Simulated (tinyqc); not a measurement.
Inside a calculation. Model: free and trapped electrons in a MOS channel with a dense trap tail.

Numbers from tinyqc (`OMP_NUM_THREADS=1 python tinyqc.py 2222056 2222057 out.jsonl`; about 0.03 s on one thread of a shared Intel Xeon 2.30GHz). Printed values are rounded.

p-type body, charge-sheet picture, full ionisation (an idealisation for deep acceptors), Boltzmann statistics for free electrons. e = Ec - EF at the surface. Acceptor-like traps of density D(E) = D0 + De exp(-E/Ew) at depth E below Ec, from 0 to Eu, hold n_t = integral of D(E)/(1 + exp((e - E)/Vt)). psi = Eg - Vt ln(Nv/Na) - e; N_dep = sqrt(2 eps0 eps_r Na (psi - Vt)/q); n_f = sqrt(N_dep^2 + 2 eps0 eps_r Vt Nc exp(-e/Vt)/q) - N_dep; Vg = Vfb + psi + q (N_dep + n_t + n_f)/Cox, Cox = eps0 eox/tox.

Parameters, values chosen for the exercise; band and dielectric values close to those of 4H silicon carbide:
- T = 300 K (temperature)
- Eg = 3.24 eV (band gap)
- eps_r = 9.68 (relative permittivity)
- Nc = 1.69e19 cm^-3 (conduction-band density of states at T)
- Nv = 2.53e19 cm^-3 (valence-band density of states at T)
- eox = 3.9 (relative permittivity of the insulator)
- tox = 76 nm (insulator thickness)
- Na = 2.2e16 cm^-3 (acceptor density)
- Vfb = -2.79 V (flat-band voltage without trapped charge)
- D0 = 4.9e10 cm^-2 eV^-1 (constant background density of acceptor-like traps)
- De = 4.9e12 cm^-2 eV^-1 (density of the tail at the conduction edge)
- Ew = 0.14 eV (decay energy of the tail)
- Eu = 0.81 eV (depth below Ec down to which the traps reach)
- mf = 130 cm^2/(V s) (mobility of free electrons)
- e = 0.096 eV (Ec - EF at the surface)

Constants: q = 1.602176634e-19 C, kB = 1.380649e-23 J/K, Vt = kB T/q, eps0 = 8.8541878128e-14 F/cm where lengths are in cm. Results are converted to the units shown.

## Trapped charge

Trapezoid rule on 13 equal steps from 0 to Eu, f = 1/(1 + exp((e - E)/Vt)).

| point | E (eV) | D(E) f (cm^-2 eV^-1) |
|---|---|---|
| 0 | 0 | 1.178479e11 |
| 1 | 0.06230769 | 6.811868e11 |
| 2 | 0.1246154 | 1.548937e12 |
| 3 | 0.1869231 | 1.299680e12 |
| 4 | 0.2492308 | 8.728185e11 |
| 5 | 0.3115385 | 5.782465e11 |
| 6 | 0.3738462 | 3.882157e11 |
| 7 | 0.4361538 | 2.663706e11 |
| 8 | 0.4984615 | 1.882890e11 |
| 9 | 0.5607692 | 1.382549e11 |
| 10 | 0.6230769 | 1.061935e11 |
| 11 | 0.6853846 | 8.564900e10 |
| 12 | 0.7476923 | 7.248428e10 |
| 13 | 0.81 | 6.404847e10 |

n_t = 3.936147e11 cm^-2

With 1600 steps n_t = 3.948e11 cm^-2; the coarse value is 0.31 % below it.

## Charges and gate voltage

psi, N_dep, n_f and Vg as defined, with the n_t given; free share n_f/(n_f + n_t); apparent mobility mf n_f/(n_f + n_t); gate voltage spent on traps q n_t/Cox.

psi = 2.961808 V
N_dep = 8.313003e11 cm^-2
n_f = 6.596443e10 cm^-2
Vg = 4.723746 V
free share = 14.35322 %
apparent mobility = 18.65919 cm^2/(V s)
gate voltage spent on traps = 1.387976 V
